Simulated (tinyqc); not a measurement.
What each parameter does: configuration-coordinate model of carrier capture at a defect.

Two parabolas of equal curvature k in one coordinate Q: with the carrier free at the band edge, U_f = k Q^2/2; with the carrier trapped, U_t = k (Q - dQ)^2/2 - ET. ER = k dQ^2/2, Huang-Rhys factor S = ER/hw, hw = 0.0646541 sqrt(k/M) eV for k in eV/angstrom^2 and M in u. The curves cross at a height Eb = (ER - ET)^2/(4 ER) above the free minimum.

Multiphonon factor for giving p = ET/hw phonons to the lattice: W = exp(-S (2 nb + 1)) ((nb + 1)/nb)^(p/2) I_p(x), nb = 1/(exp(hw/kT) - 1), x = 2 S sqrt(nb (nb + 1)), I_p the modified Bessel function. Classical limit: W = hw exp(-Eb/kT)/sqrt(4 pi ER kT). At T = 0: exp(-S) S^p/Gamma(p + 1).

Constants: kB = 8.617333262e-05 eV/K.

Values chosen for the exercise (of the size met at a DX centre in AlGaAs; shifted at random, so the results belong to these values and not to a real crystal):

| symbol | value | unit | meaning |
|---|---|---|---|
| ET | 0.14 | eV | thermal depth of the level below the band edge |
| ER | 0.66 | eV | relaxation energy |
| hw | 0.012 | eV | phonon energy of the mode |
| T | 350 | K | temperature |

Eb, log10 W and the full width 2.35482 sqrt(ER hw coth(hw/2kT)).

One parameter was then changed.

Results before and after:

| case | Eb (eV) | log10 W | full width (eV) |
|---|---|---|---|
| base | 0.1024 | -3.086 | 0.4729 |
| changed | 0.1144 | -3.274 | 0.4905 |

Which of these changes was made? (a) hw = 0.0144 eV; (b) ER = 0.71 eV; (c) T = 380 K; (d) ET = 0.18 eV.
Answer: (b) ER = 0.71 eV. Of the candidates, run in turn, only this one gives the changed row.

All candidates:

| case | Eb (eV) | log10 W | full width (eV) |
|---|---|---|---|
| base | 0.1024 | -3.086 | 0.4729 |
| ET = 0.18 eV | 0.0873 | -2.869 | 0.4729 |
| ER = 0.71 eV | 0.1144 | -3.274 | 0.4905 |
| hw = 0.0144 eV | 0.1024 | -3.003 | 0.4743 |
| T = 380 K | 0.1024 | -2.989 | 0.4923 |

Program tinyqc; command `OMP_NUM_THREADS=1 python tinyqc.py 1450729 1450730 out.jsonl`; about 0.01 s on one thread of a shared Intel(R) Xeon(R) Processor @ 2.30GHz.
